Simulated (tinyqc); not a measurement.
# Resistance of a tapered via with liner, size effect and interface: what changes with what

A round via whose diameter grows from db at the bottom as D(z) = db + 2 z/tan(ang). The fill, of diameter D - 2 tl, starts above the bottom liner (thickness fb tl) and has rho = rho0 (1 + ks lam/(D - 2 tl)); the sidewall liner conducts in parallel with it. The bottom liner and the interface are crossed over the full area pi db^2/4. Spreading in the lines above and below is left out.

Inputs (values chosen for the exercise); fill metal close to copper:
```
symbol   value      unit                                                meaning
db          29        nm                                 diameter at the bottom
hv          95        nm                                                 height
ang         88   degrees                                         sidewall angle
rho0      1.64   uohm cm                           bulk resistivity of the fill
lam         41        nm                             mean free path of the fill
ks         1.5                                               size-effect factor
tl           2        nm                                  liner on the sidewall
fb         0.5                    liner at the bottom over that on the sidewall
rl         210   uohm cm                               resistivity of the liner
ri       1e-12  ohm cm^2                    interface resistivity at the bottom
Sb      1.1e15     S/m^2   ballistic conductance per area, about 3/(4 rho0 lam)
rho2       6.1   uohm cm  bulk resistivity of the second fill (close to cobalt)
lam2      11.6        nm                                     its mean free path
tl2        1.6        nm                                              its liner
```

Each table varies one quantity; the others keep the values above.

## Via resistance against the diameter at the bottom

Slices between z0 = fb tl and hv, evaluated at their midpoints: conductance per length pi/4 [(D - 2 tl)^2/rho + (D^2 - (D - 2 tl)^2)/rl], slice resistance = slice height over that. 2000 slices. R_fill = sum of the slices; R_bottom = rl fb tl/(pi db^2/4); R_interface = ri/(pi db^2/4); ballistic (Sharvin) limit 1/(Sb pi (db - 2 tl)^2/4); ideal cylinder rho0 hv/(pi db^2/4).

Results:

| db (nm) | R_fill (ohm) | R_bottom (ohm) | R_interface (ohm) | R (ohm) | ballistic limit (ohm) | R over ideal cylinder | largest part |
|---|---|---|---|---|---|---|---|
| 6 | 1234 | 74.27 | 3.537 | 1312 | 289.4 | 23.81 | fill |
| 8.3 | 381.7 | 38.81 | 1.848 | 422.4 | 62.60 | 14.67 | fill |
| 11 | 145.0 | 22.10 | 1.052 | 168.2 | 23.62 | 10.26 | fill |
| 16 | 44.20 | 10.44 | 0.4974 | 55.15 | 8.038 | 7.117 | fill |
| 30 | 7.150 | 2.971 | 0.1415 | 10.26 | 1.712 | 4.656 | fill |
| 42 | 2.872 | 1.516 | 0.07218 | 4.460 | 0.8016 | 3.966 | fill |
| 58 | 1.240 | 0.7948 | 0.03785 | 2.073 | 0.3969 | 3.515 | fill |
| 80 | 0.5539 | 0.4178 | 0.01989 | 0.9916 | 0.2004 | 3.199 | fill |

Estimate the missing row, db = 22 nm.

Computed row:

| db (nm) | R_fill (ohm) | R_bottom (ohm) | R_interface (ohm) | R (ohm) | ballistic limit (ohm) | R over ideal cylinder | largest part |
|---|---|---|---|---|---|---|---|
| 22 | 17.19 | 5.524 | 0.2631 | 22.98 | 3.573 | 5.606 | fill |

With this row back in the table: R falls from 1310 to 0.992 ohm. The fill is the largest part at db = 6 and in all other rows. R goes as db^(-3.49) between the first two rows and db^(-2.29) between the last two; area alone gives -2.

## Via resistance against the interface resistivity at the bottom

Same model as above.

2000 slices.

The same in every row: R_fill (ohm) = 7.856; R_bottom (ohm) = 3.179; ballistic limit (ohm) = 1.852.

Via resistance against the interface resistivity at the bottom:

| ri (ohm cm^2) | R_interface (ohm) | R (ohm) | R over ideal cylinder | largest part |
|---|---|---|---|---|
| 2e-13 | 0.03028 | 11.07 | 4.691 | fill |
| 5e-13 | 0.07570 | 11.11 | 4.710 | fill |
| 1e-12 | 0.1514 | 11.19 | 4.742 | fill |
| 2e-12 | 0.3028 | 11.34 | 4.807 | fill |
| 6e-12 | 0.9084 | 11.94 | 5.063 | fill |
| 1e-11 | 1.514 | 12.55 | 5.320 | fill |
| 3e-11 | 4.542 | 15.58 | 6.604 | fill |

R rises from 11.1 to 15.6 ohm. The fill is the largest part at ri = 2e-13 and in all other rows. The share of the two bottom terms goes from 29.0 to 49.6 %.

## Two fill metals against the diameter

2000 slices. R_fill = sum of the slices; R_bottom = rl fb tl/(pi db^2/4); R_interface = ri/(pi db^2/4). The second fill has rho2, lam2 and tl2 in place of rho0, lam and tl.

Results:

| db (nm) | R, first fill (ohm) | R, second fill (ohm) | ratio second/first |
|---|---|---|---|
| 6 | 1312 | 1068 | 0.8139 |
| 8.5 | 389.5 | 376.4 | 0.9663 |
| 12 | 128.5 | 145.5 | 1.132 |
| 17 | 46.48 | 59.57 | 1.282 |
| 24 | 18.25 | 25.79 | 1.413 |
| 49 | 3.082 | 5.047 | 1.638 |
| 70 | 1.343 | 2.317 | 1.725 |
| 100 | 0.6022 | 1.082 | 1.797 |

Estimate the missing row, db = 35 nm.

Computed row:

| db (nm) | R, first fill (ohm) | R, second fill (ohm) | ratio second/first |
|---|---|---|---|
| 35 | 6.972 | 10.74 | 1.540 |

With this row back in the table: The ratio goes from 0.814 to 1.80. The two fills give the same R at db = 9.10 nm; below it the second gives the lower R. Ratios within a few per cent of 1 are a tie, given that ballistic terms are left out.

Program tinyqc, `OMP_NUM_THREADS=1 python tinyqc.py 2750162 2750163 out.jsonl`; Intel Xeon 2.30GHz, shared host, one thread, about 0.01 s.
